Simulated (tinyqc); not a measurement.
Worked calculation: UHF in the sto-3g basis, for H4, spin multiplicity 3. This run ends on a higher stationary point, not on the lowest solution. One step of it, computed by the program tinyqc.

Task: Iteration 1: building the Fock matrix. J_ij = sum D_kl (ij|kl) with D = D(alpha) + D(beta), K_ij = sum D_kl (ik|jl) for each spin; F = H + J - K(s); E = tr D H + tr D J / 2 - 0.5 sum_s tr D(s) K(s) + E_nn.

D(alpha) at the start, lower triangle:
```
,1H 1s,2H 1s,3H 1s,4H 1s
1H 1s,0.736968
2H 1s,0.058746,0.734981
3H 1s,0.002613,0.037295,0.734981
4H 1s,-0.000005,0.002613,0.058746,0.736968
```

D(beta) at the start, lower triangle:
```
,1H 1s,2H 1s,3H 1s,4H 1s
1H 1s,0.245656
2H 1s,0.019582,0.244994
3H 1s,0.000871,0.012432,0.244994
4H 1s,-0.000002,0.000871,0.019582,0.245656
```

core Hamiltonian H = T + V (hartree), lower triangle:
```
,1H 1s,2H 1s,3H 1s,4H 1s
1H 1s,-1.021681
2H 1s,-0.332675,-1.149256
3H 1s,-0.003576,-0.094440,-1.149256
4H 1s,-0.000040,-0.003576,-0.332675,-1.021681
```

Two-electron integrals (ij|kl) in chemists' order, unique and non-zero (hartree):
```
i,j,k,l,(ij|kl)
1,1,1,1,0.774606
2,1,1,1,0.113963
2,1,2,1,0.026628
2,2,1,1,0.324390
2,2,2,1,0.113963
2,2,2,2,0.774606
3,1,1,1,0.000491
3,1,2,1,0.000153
3,1,2,2,0.000944
3,1,3,1,1.47e-06
3,2,1,1,0.011941
3,2,2,1,0.003787
3,2,2,2,0.026059
3,2,3,1,0.000047
3,2,3,2,0.001846
3,3,1,1,0.132559
3,3,2,1,0.036831
3,3,2,2,0.221893
3,3,3,1,0.000491
3,3,3,2,0.026059
3,3,3,3,0.774606
4,1,1,1,2.95e-06
4,1,2,1,9.10e-07
4,1,2,2,0.000006
4,1,3,1,1.15e-08
4,1,3,2,4.50e-07
4,1,3,3,0.000006
4,2,1,1,0.000268
4,2,2,1,0.000078
4,2,2,2,0.000491
4,2,3,1,1.02e-06
4,2,3,2,0.000047
4,2,3,3,0.000944
4,2,4,1,1.15e-08
4,2,4,2,1.47e-06
4,3,1,1,0.024308
4,3,2,1,0.006469
4,3,2,2,0.036831
4,3,3,1,0.000078
4,3,3,2,0.003787
4,3,3,3,0.113963
4,3,4,1,9.10e-07
4,3,4,2,0.000153
4,3,4,3,0.026628
4,4,1,1,0.094479
4,4,2,1,0.024308
4,4,2,2,0.132559
4,4,3,1,0.000268
4,4,3,2,0.011941
4,4,3,3,0.324390
4,4,4,1,2.95e-06
4,4,4,2,0.000491
4,4,4,3,0.113963
4,4,4,4,0.774606
```

nuclear repulsion = 1.23943291 hartree

Give: Coulomb J; exchange K(alpha); exchange K(beta); F(alpha); F(beta); total energy of this density.

Result:

Coulomb J (hartree), lower triangle:
```
,1H 1s,2H 1s,3H 1s,4H 1s
1H 1s,1.325
2H 1s,0.289,1.452
3H 1s,0.002,0.076,1.452
4H 1s,0.000,0.002,0.289,1.325
```

exchange K(alpha) (hartree), lower triangle:
```
,1H 1s,2H 1s,3H 1s,4H 1s
1H 1s,0.604
2H 1s,0.189,0.606
3H 1s,0.006,0.048,0.606
4H 1s,0.001,0.006,0.189,0.604
```

exchange K(beta) (hartree), lower triangle:
```
,1H 1s,2H 1s,3H 1s,4H 1s
1H 1s,0.201
2H 1s,0.063,0.202
3H 1s,0.002,0.016,0.202
4H 1s,0.000,0.002,0.063,0.201
```

F(alpha) (hartree), lower triangle:
```
,1H 1s,2H 1s,3H 1s,4H 1s
1H 1s,-0.301
2H 1s,-0.232,-0.303
3H 1s,-0.007,-0.066,-0.303
4H 1s,-0.001,-0.007,-0.232,-0.301
```

F(beta) (hartree), lower triangle:
```
,1H 1s,2H 1s,3H 1s,4H 1s
1H 1s,0.102
2H 1s,-0.106,0.101
3H 1s,-0.003,-0.034,0.101
4H 1s,0.000,-0.003,-0.106,0.102
```

total energy of this density = -1.37686 hartree

This density is the starting one; it is not idempotent, so its energy is not variational and may lie below the converged one.
